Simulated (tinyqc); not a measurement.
Adsorption as a lattice gas: isotherms with interactions, competition, desorption peaks and saturation dose: one step, computed by the program tinyqc.

One adsorbate per site; a molecule needs 2 empty sites. Gas and surface have the same temperature.

Question. Coverage with interactions. With u = w/(k_B T). Mean field: theta/(1 - theta) = y exp(-z u theta). Quasi-chemical: theta/(1 - theta) = y [(r - 1 + 2 theta)(1 - theta)/((r + 1 - 2 theta) theta)]^(-z/2) exp(-z u/2), r = sqrt(1 - 4 theta (1 - theta)(1 - exp(-u))).

Inputs (values chosen for the exercise, for a model surface): pair energy w (positive repels) = -0.021 eV; neighbours z = 4; temperature T = 277 K.

Adsorption: dissociative (second order).

y = 3.902688

Constants: k_B = 8.617333262e-05 eV/K.

Give: u; coverage, mean field; coverage, quasi-chemical.

Answer.

u = -0.8798

coverage, mean field = 0.9923

coverage, quasi-chemical = 0.9921
